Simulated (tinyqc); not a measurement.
Worked calculation: gas flow in a process chamber: flow regimes, conductance, effective pumping speed, pump-down, outgassing and purge. Computed by tinyqc, a small Python program that keeps every step. Command: `OMP_NUM_THREADS=1 python tinyqc.py 3120865 3120866 out.jsonl pump walk`. One thread of a shared host (Intel(R) Xeon(R) Processor @ 2.30GHz), about 0.09 s of CPU time with the checks. Intermediate numbers are printed to about 7 digits and carried at full precision; extremes and crossings named in words are read from the listed rows.

Ideal gas, isothermal flow, a pump of constant speed at the end of a round pipe; process gas, volume gas and outgassing are given the same properties. 1 sccm = 101325 Pa x 1e-6 m^3/60 s x T/273.15 K.

Inputs (values chosen for the exercise, modelled on oxygen near room temperature): molar mass M = 32 g/mol; molecular diameter = 0.36 nm; viscosity eta = 20.6 micropascal s; temperature T = 350 K; chamber volume V = 11 L; wall area = 2.1 m^2; pipe diameter d = 4 cm; pipe length l = 15 cm; pump speed S = 53 L/s; process gas flow = 23 sccm; outgassing rate after 1 h = 5.4e-06 Pa m^3/(s m^2); outgassing exponent n = 0.89; starting pressure p0 = 340 Pa; target base pressure = 6e-05 Pa.

Constants: k_B = 1.380649e-23 J/K; u = 1.6605390666e-27 kg.

## Molecular flow

Mean speed c = sqrt(8 k_B T/(pi m)); aperture conductance C_a = c pi d^2/16; molecular pipe C_m = C_a/(1 + 3 l/(4 d)) (Dushman form); viscous pipe C_v = pi d^4 p_mean/(128 eta l); Knudsen interpolation C = C_v + C_m (1 + x)/(1 + 1.24 x), x = d p_mean sqrt(m/(k_B T))/eta. Effective speed 1/S_eff = 1/S + 1/C_m; time constant V/S_eff; pressure at which the free path k_B T/(sqrt2 pi d_m^2 p) equals d.

mean speed c = 481.2228 m/s

C_a = 151.1806 L/s

C_m = 39.65393 L/s

S_eff in molecular flow = 22.68288 L/s

time constant = 0.4849472 s

pressure where the free path equals d = 0.2098077 Pa

The pipe passes on 43 % of the pump speed.

## Process pressure

Steady flow: the pump inlet is at p_2 = Q/S, and the chamber pressure p_1 solves Q = C((p_1 + p_2)/2) (p_1 - p_2). Residence time = p_1 V/Q. Knudsen number = free path at the mean pressure over d.

throughput Q = 49.76913 Pa L/s

p_2 = 0.9390402 Pa

chamber pressure p_1 = 1.766626 Pa

conductance C = 60.13773 L/s

residence time = 0.3904606 s

Knudsen number = 0.1550877

The flow in the pipe is transitional.

## Purging a well-mixed chamber

With steady flow a contaminant decays as exp(-t/residence time); gas used = flow x time.

time to dilute 1e3 times = 2.697206 s

time to dilute 1e6 times = 5.394413 s

gas used for 1e6 = 2.067858 standard cm^3

## Pump-down curve

Pump-down: V dp/dt = -S_eff(p) p + q(t) A, with S_eff = S p_2/p, where p_2 solves C((p + p_2)/2) (p - p_2) = S p_2 at each moment, and q(t) = q_1 (1 h/(t + 10 s))^n; integrated adaptively. At long times p = q(t) A/S_eff. S_eff(p) is tabulated at 260 pressures and interpolated in ln p. Comparison columns: p0 exp(-t/time constant) with the molecular S_eff (0 below 1e-26 p0), and the outgassing limit.

Pressure against time:
```
t (s)         p (Pa)  S_eff (L/s)  volume gas only (Pa)  outgassing limit (Pa)
0.3     8.209863e+01     51.37444          1.831529e+02           9.174849e-02
1       4.658450e+00     35.94540          4.324430e+01           8.653356e-02
3       1.272882e-01     22.22548          6.995661e-01           7.457864e-02
10      5.278355e-02     22.35000          3.766850e-07           5.082851e-02
30      2.799993e-02     22.46918                     0           2.742778e-02
100     1.124079e-02     22.58476                     0           1.114768e-02
300     4.447409e-03     22.64183                     0           4.433147e-03
1000    1.551118e-03     22.66822                     0           1.549452e-03
3600    4.988680e-04     22.67813                     0           4.987037e-04
20000   1.086284e-04     22.68184                     0           1.086211e-04
100000  2.594132e-05     22.68263                     0           2.594092e-05
```

From t = 10 s on the pressure is within 20 % of the outgassing limit, which falls only as (t + 10 s)^-0.89: walls, not volume, set the time to base pressure. Early on viscous flow raises S_eff to 51.4 L/s, 2.3 times its molecular value.

## Time to base pressure

From the outgassing limit: t = 1 h x (q_1 A/(S_eff p_target))^(1/n) - 10 s; monolayer time at the target = 1e19 m^-2 x 4 k_B T/(p c) for unit sticking.

time to the target = 10.82566 h

monolayer time = 6.694434 s

Checks made by the program: throughput from C and the pressure drop (relative difference below 1e-10).
